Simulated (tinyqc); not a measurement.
Gaussian against the exact two-step profile: two-step dopant diffusion (predeposition and drive-in) with a constant diffusivity. Computed by tinyqc, a small Python program. Command: `OMP_NUM_THREADS=1 python tinyqc.py 3006370 3006371 out.jsonl dopdiff walk`. One thread of a shared host (Intel(R) Xeon(R) Processor @ 2.30GHz), about 0.07 s of CPU time with the checks.

Fick diffusion into a half space x > 0 whose background doping C_B is of the opposite type, so that a junction lies where C = C_B.

Inputs (values chosen for the exercise, modelled on arsenic in silicon):

| quantity | value | unit |
|---|---|---|
| prefactor D0 | 9.79 | cm^2/s |
| activation energy E | 3.98 | eV |
| surface concentration C_s | 2e+19 | 1/cm^3 |
| background doping C_B | 1.2e+15 | 1/cm^3 |
| predeposition temperature T1 | 950 | C |
| predeposition time t1 | 45 | min |
| drive-in temperature T2 | 1000 | C |
| drive-in time t2 | 480 | min |
| ramp rate | 20 | C/min |
| stand-by temperature | 700 | C |

Furnace ramps of the drive-in: linear ramps.

Constants: k_B = 8.617333262e-05 eV/K.

Method:
- D = D0 exp(-E/(k_B T)).
- Temperatures in kelvin are T(C) + 273.15.
- Times in seconds are 60 times the minutes.
- One ramp between the stand-by temperature and T2 adds int D dT / rate (40-point Gauss-Legendre); the usual estimate counts it as an extra time k_B T2^2/(E rate) at T2. (Dt)2 = D2 t2 + two ramps, times in seconds.
- C = C_s erfc(x/(2 sqrt(D1 t1))); dose Q = 2 C_s sqrt(D1 t1/pi); the junction solves erfc(z) = C_B/C_s with x_j = 2 z sqrt(D1 t1).
- With a sealed surface and a thin source, C = Q/sqrt(pi (Dt)2) exp(-x^2/(4 (Dt)2)); x_j = 2 sqrt((Dt)2 ln(C(0)/C_B)); gradient at the junction |dC/dx| = C_B x_j/(2 (Dt)2).
- Exact two-step profile: C = (2 C_s/pi) int_0^alpha exp(-beta (1 + u^2))/(1 + u^2) du with alpha = sqrt(D1 t1/(Dt)2), beta = x^2/(4 (D1 t1 + (Dt)2)).
- The integral takes 48 Gauss-Legendre points; solve C(x) = C_B.
- Gaussian: C = Q/sqrt(pi (Dt)2) exp(-x^2/(4 (Dt)2)).
- Depths are fractions of the Gaussian x_j.

surface concentration C(0) (Gaussian) = 1.85089e+18 1/cm^3

junction depth x_j = 0.382880 um

drive-in budget (Dt)2 = 4.99235e-11 cm^2

product D1 t1 = 1.05498e-12 cm^2

exact junction depth = 0.385400 um

Profiles:

| x/x_j | x (um) | Gaussian (1/cm^3) | exact (1/cm^3) | ratio |
|---|---|---|---|---|
| 0.0 | 0.00000 | 1.8509e+18 | 1.8380e+18 | 1.0070 |
| 0.2 | 0.07658 | 1.3799e+18 | 1.3759e+18 | 1.0029 |
| 0.4 | 0.15315 | 5.7183e+17 | 5.7717e+17 | 0.9907 |
| 0.6 | 0.22973 | 1.3171e+17 | 1.3569e+17 | 0.9707 |
| 0.8 | 0.30630 | 1.6863e+16 | 1.7878e+16 | 0.9432 |
| 1.0 | 0.38288 | 1.2000e+15 | 1.3204e+15 | 0.9088 |
| 1.2 | 0.45946 | 4.7465e+13 | 5.4672e+13 | 0.8682 |

With D1 t1/(Dt)2 = 0.021, the Gaussian is 0.70 % high at the surface and 9.1 % low at its own junction; the exact junction lies at 0.3854 um, 0.66 % deeper. The dose is the same, but the real source already has a width, which is negligible here. Caution: C_s exceeds the intrinsic carrier density of silicon at the predeposition temperature (2e18 to 1e19 per cm^3), where real diffusivities rise with concentration and profiles turn box-like.
